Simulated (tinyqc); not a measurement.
X-ray reflectivity of a thin film on silicon: critical angles, Parratt recursion, fringes and roughness: one step, computed by the program tinyqc.

n = 1 - delta + i beta; the classical electron radius is r_e = 2.8179403e-6 nm. Layer 0 is vacuum, 1 the film, 2 the substrate.

Problem. Reflectivity at one angle. k_j = (2 pi/lambda) sqrt(sin^2 theta - 2 delta_j + 2 i beta_j); r_ij = (k_i - k_j)/(k_i + k_j) x exp(-2 k_i k_j sigma^2) (Nevot-Croce); r = (r_01 + r_12 p)/(1 + r_01 r_12 p), p = exp(2 i k_1 d); R = |r|^2.

Inputs (values chosen for the exercise, modelled on copper on silicon, copper K-alpha radiation):
```
quantity                              value     unit
wavelength lambda                   0.15406       nm
film thickness d                       16.3       nm
roughness of the surface sigma_1       0.76       nm
roughness of the interface sigma_2     0.24       nm
grazing angle theta                    2.17  degrees
```

Constants:
```
layer      rho_e (1/nm^3)         delta          beta  critical angle (degrees)  q_c (1/nm)
film             2425.218  2.581562e-05  6.195749e-07                 0.4116982   0.5861061
substrate         711.402  7.572626e-06  1.741704e-07                 0.2229774   0.3174375
```

Give: k_0, k_1, k_2; 1000 r_01; 1000 r_12; p; reflectivity R; q = 4 pi sin(theta)/lambda.

Solution.

k_0, k_1, k_2 (1/nm): 1.544  1.516+0.001i  1.536

1000 r_01 = 0.6132-0.0157i

1000 r_12 = -4.981+0.125i

p = 0.6550-0.7264i

reflectivity R = 2.012e-05

q = 4 pi sin(theta)/lambda = 3.089 1/nm
